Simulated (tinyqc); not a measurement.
Precursor delivery by bubblers, mass-transport growth and the solid composition of a III-V alloy: one step, computed by the program tinyqc.

1 sccm = 44.615 micromol/min; 1 torr = 133.322 Pa. The sources decompose fully at the surface.

Task: Mass transport. Mean velocity u = (F_t/A)(760/p)(T/273); D = D0 (T/273)^1.75 (760/p); boundary layer delta = sqrt(pi D z/u); flux = D dp/(delta k_B T); growth rate = flux x a^3/4.

Inputs (values chosen for the exercise, modelled on trimethylgallium (source 1) and trimethylindium (source 2) for the vapour pressures):
```
quantity                           value      unit
total flow F_t                        12       slm
reactor pressure p                   100      torr
growth temperature T                 880         K
diffusivity at 273 K and 760 torr    0.3    cm^2/s
flow cross-section A                  30      cm^2
distance from the leading edge z       5        cm
lattice constant a                  5.85  angstrom
```

Constants: k_B = 1.380649e-23 J/K.

Give: velocity u; D; boundary layer delta; growth rate per torr of group III.

Result:

velocity u = 163.32 cm/s

D = 17.681 cm^2/s

boundary layer delta = 1.3040 cm

growth rate per torr of group III = 268.07 micrometre/(h torr)
